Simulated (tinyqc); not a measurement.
Worked calculation: plane-wave Kohn-Sham cycle with exchange-only LDA in a layered model solid. One step of it, computed by the program tinyqc.

Task: Iteration 1: levels at that k. Diagonalise the Hermitian matrix.

H (hartree):
```
           -2         -1         +0         +1         +2
-2   0.067092  -0.355000   0.020000   0.000000   0.000000
-1  -0.355000  -0.117726  -0.355000   0.020000   0.000000
+0   0.020000  -0.355000  -0.179332  -0.355000   0.020000
+1   0.000000   0.020000  -0.355000  -0.117726  -0.355000
+2   0.000000   0.000000   0.020000  -0.355000   0.067092
```

Give: eigenvalues.

Result:

eigenvalues (hartree): -0.711  -0.405  -0.044  0.334  0.545
